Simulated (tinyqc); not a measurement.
Short-channel transistor, virtual-source model with series resistance: effect of the threshold at zero drain voltage on the on and off currents.

The current per gate width is the charge at the top of the source barrier (the virtual source) times its velocity times a saturation function; al and be are fitting constants of the model. Units: I in uA/um, Rs in ohm um, so I Rs = 1e-6 I Rs in volts; Q in uC/cm^2, so I = 1e-4 Q vx0 Fsat with vx0 in cm/s.

Intrinsic voltages Vg' = Vgs - I Rs, Vd' = Vds - 2 I Rs. n = n0 + nd Vd', VT = VT0 - dl Vd', Ff = 1/(1 + exp((Vg' - VT + al Vt/2)/(al Vt))), Q = Cinv n Vt ln(1 + exp((Vg' - VT + al Vt Ff)/(n Vt))), Vdsat = (vx0 L/mu)(1 - Ff) + Vt Ff, Fsat = u/(1 + u^be)^(1/be) with u = Vd'/Vdsat, and I = Q vx0 Fsat per width. I is solved self-consistently. Ion is I at Vgs = Vds = 0.8 V, Ioff at Vgs = 0, Vds = 0.8 V, and Rlin = Vds/I at Vgs = 0.8 V, Vds = 0.05 V.

Parameters, values chosen for the exercise: temperature T = 350 K; inversion capacitance Cinv = 3.97 uF/cm^2; velocity at the virtual source vx0 = 3.92e7 cm/s; apparent mobility mu = 490 cm^2/(V s); channel length L = 12 nm; drain-induced barrier lowering dl = 0.04 V/V; subthreshold factor n0 = 1.53; growth of n with drain voltage nd = 0.05 1/V; threshold shift (in units of Vt) from weak to strong inversion al = 3.5; sharpness of saturation be = 1.4; series resistance of each contact Rs = 200 ohm um.

Constants: q = 1.602176634e-19 C, kB = 1.380649e-23 J/K, Vt = kB T/q. Results are converted to the units shown.

Result of one run:

| VT0 (V) | Ion (uA/um) | Ioff (nA/um) | log10(Ion/Ioff) | Rlin (ohm um) |
|---|---|---|---|---|
| 0.15 | 1871 | 1.399e5 | 1.126 | 409.9 |

What becomes of these results when the threshold at zero drain voltage VT0 is changed from 0.15 to 0.25 V, all else the same?

Result of the changed run:

| VT0 (V) | Ion (uA/um) | Ioff (nA/um) | log10(Ion/Ioff) | Rlin (ohm um) |
|---|---|---|---|---|
| 0.25 | 1801 | 3.853e4 | 1.670 | 411.7 |

The whole series:

| VT0 (V) | Ion (uA/um) | Ioff (nA/um) | log10(Ion/Ioff) | Rlin (ohm um) |
|---|---|---|---|---|
| 0.15 | 1871 | 1.399e5 | 1.126 | 409.9 |
| 0.2 | 1843 | 7.828e4 | 1.372 | 410.7 |
| 0.25 | 1801 | 3.853e4 | 1.670 | 411.7 |
| 0.3 | 1741 | 1.684e4 | 2.014 | 412.9 |
| 0.35 | 1656 | 6729 | 2.391 | 414.4 |
| 0.4 | 1545 | 2539 | 2.784 | 416.2 |
| 0.45 | 1416 | 926.5 | 3.184 | 418.5 |
| 0.5 | 1276 | 331.6 | 3.585 | 421.4 |

As VT0 goes from 0.15 to 0.5 V, Ion falls from 1870 to 1280 uA/um, Ioff falls from 1.40e5 to 332 nA/um and Rlin rises from 410 to 421 ohm um. Ion changes by a factor of 0.682 and Ioff by 0.00237. The off current depends on it through an exponential, the on current about linearly. For VT0 = 0.15 to 0.4 V the off current passes 1 uA/um, so the device is hardly off at Vgs = 0.

Numbers from tinyqc (`OMP_NUM_THREADS=1 python tinyqc.py 2380042 2380043 out.jsonl`; about 0.01 s on one thread of a shared Intel Xeon 2.30GHz).
